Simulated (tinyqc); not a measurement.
Worked calculation: k.p values derived from sp3s* tight binding at Gamma. Values are carried at full precision from step to step, so a last printed digit may differ when a step is redone from the rounded ones.

At Gamma the states are two-level mixtures: s-like S+ (upper) and S- (lower) from [[Esa, Vss], [Vss, Esc]], p-like P- (valence) and P+ from [[Epa, Vxx], [Vxx, Epc]], and the bare s* levels. With real k in 1/angstrom and kz = 0, the phase sums over the four bonds are g0 = 1 - (a k/4)^2/2, g1 = i a kx/4, g3 = -(a/4)^2 kx ky to second order. Each mixture is written (anion, cation) with the anion part positive. c = hbar^2/2m0. No spin-orbit coupling.

Constants: hbar^2/2m0 = 3.80998211 eV angstrom^2.

Inputs chosen for the exercise (near a published set for GaAs, fitted to gaps, whose masses and valley positions are rough; shifted at random, so the results belong to these values and not to a real crystal):

| symbol | value | unit | meaning |
|---|---|---|---|
| Esa | -8.417 | eV | s level of the anion |
| Esc | -2.667 | eV | s level of the cation |
| Epa | 1.044 | eV | p level of the anion |
| Epc | 3.676 | eV | p level of the cation |
| Vss | -6.434 | eV | s-s |
| Vxx | 1.973 | eV | px-px |
| a | 5.657 | angstrom | lattice constant |
| Vsapc | 4.485 | eV | s anion, p cation |
| Vscpa | 5.856 | eV | s cation, p anion |
| Vxapc | 4.789 | eV | s* anion, p cation |
| Vpaxc | 4.847 | eV | p anion, s* cation |
| Exa | 8.704 | eV | s* level of the anion |
| Exc | 6.659 | eV | s* level of the cation |
| Vxy | 5.04 | eV | px-py |

## States at Gamma

Solve the two blocks.

States:

| state | E (eV) | anion part | cation part |
|---|---|---|---|
| S- | -12.58913 | 0.839037 | 0.544074 |
| P- | -0.01162 | 0.881730 | -0.471755 |
| S+ | 1.50513 | 0.544074 | -0.839037 |
| P+ | 4.73162 | 0.471755 | 0.881730 |

## Linear terms and the Kane energy

<s state|dH/dkx|x state> = i P with P = (a/4)(sa pc Vsapc + sc pa Vscpa), sa, sc and pa, pc being the parts of the two states; for s* on the anion P = (a/4) pc Vxapc, on the cation (a/4) pa Vpaxc. Ep = P^2/c for S+ to P-.

Couplings:

| pair | P (eV angstrom) | E(first) - E(second) (eV) |
|---|---|---|
| S+ to P- | -7.75498 | 1.51675 |
| S+ to P+ | -0.23526 | -3.22650 |
| S- to P- | 1.46237 | -12.57750 |
| s*a to P- | -3.19512 | 8.71562 |
| s*c to P- | 6.04414 | 6.67062 |

Ep = 15.785 eV

The two terms of S+ to P- have the same sign and add: S+ and P- both change sign from anion to cation. An on-site momentum element between s and p, which real atoms have, is absent from this model.

## Electron mass

m0/m = [<S+|d2H/dkx^2|S+>/2 + sum P^2/(E(S+) - E(P))]/c over P- and P+, with the direct term -(a/4)^2 sa sc Vss.

parts of m0/m: direct -1.542, from P- 10.407, from P+ -0.005

mass = 0.1129 m0

The valence band supplies 117 % of m0/m; the direct term, which stands in for the free-electron 1, is -1.54. Sets of this kind were fitted to gaps and often give too heavy a mass, by up to a factor of two.

## Valence parameters L, M, N and the Luttinger values

Direct terms d0 = -(a/4)^2 pa pc Vxx, dN = -2 (a/4)^2 pa pc Vxy for P-. F = sum P^2/(E(P-) - E(s)) over S+, S-, s*a, s*c. The y state of P- couples to the z state of P+ through Q = (a/4) Vxy (pa p'c - pc p'a), primes for P+, and H1 = Q^2/(E(P-) - E(P+)). L = d0 + F, M = d0 + H1, N = dN + F + H1; g1 = -(L + 2M)/(3c), g2 = -(L - M)/(6c), g3 = -N/(6c).

d0, dN, F, Q, H1 (eV angstrom^2; Q in eV angstrom): 1.6415  8.3862  -46.1282  7.1278  -10.7112

L, M, N (eV angstrom^2): -44.487  -9.070  -48.453

g1, g2, g3: 5.479  1.549  2.120

Along [100] the masses without spin-orbit coupling are c/|L| = 0.086 (one band) and c/|M| = 0.420 (two bands).

## Checks

- Electron mass against a finite difference of the full bands: both 0.1129.
- L and M against finite differences along [100]: largest relative difference 2.4e-05.
- Lowest curvature along [111], (L + 2M + 2N)/3, against a finite difference: -53.178 against -53.176.

(tinyqc, `OMP_NUM_THREADS=1 python tinyqc.py 1481478 1481479 out.jsonl`, Intel(R) Xeon(R) Processor @ 2.30GHz, 1 thread, shared host, about 0.01 s.)
